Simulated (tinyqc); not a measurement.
Memristor with linear dopant drift: two steps of the calculation.

A film of thickness D has a doped share x: R = Ron x + Roff (1 - x), i = v/R, dx/dt = k i F with k = mv Ron/D^2 and F = 1 (no window). The drive is v = V0 sin(2 pi f t). The model has no threshold and no heating.

Values chosen for this exercise:
```
symbol,value,unit,meaning
Ron,500,ohm,resistance of the fully doped film
Roff,10000,ohm,resistance of the undoped film
D,10,nm,film thickness
mv,1.6e-14,m^2/(V s),dopant mobility
x0,0.31,,doped share at t = 0
V0,1.2,V,amplitude
f,25,Hz,frequency
```

Problem 1. Rate constant, charge and flux scales. k = mv Ron/D^2; R0 = R(x0); without a window the film fills (x = 1) after the charge (1 - x0)/k and the flux (R0^2 - Ron^2)/(2 k (Roff - Ron)); half a period supplies the flux V0/(pi f).

Wanted: k; R0; charge to fill; flux to fill; flux of half a period.

Solution 1.

k = 80000 1/C
R0 = 7055.0 ohm
charge to fill = 8.6250 uC
flux to fill = 0.032581 V s
flux of half a period = 0.015279 V s

Half a period supplies 46.9 % of the flux to fill.

Problem 2. One Runge-Kutta step. Step h = 1/(16 f), from t = j h. With g(t, x) = dx/dt: k1 = g(t, x), k2 = g(t + h/2, x + h k1/2), k3 = g(t + h/2, x + h k2/2), k4 = g(t + h, x + h k3), x(new) = x + h (k1 + 2 k2 + 2 k3 + k4)/6.

x at step 2 = 0.33582180
j = 2

Find: k1..k4; x at step 3.

Solution 2.

k1..k4 (1/s): 9.97  11.93  11.97  13.59
x at step 3 = 0.3656

Program tinyqc, `OMP_NUM_THREADS=1 python tinyqc.py 2880051 2880052 out.jsonl`; Intel Xeon 2.30GHz, shared host, one thread, about 0.1 s.
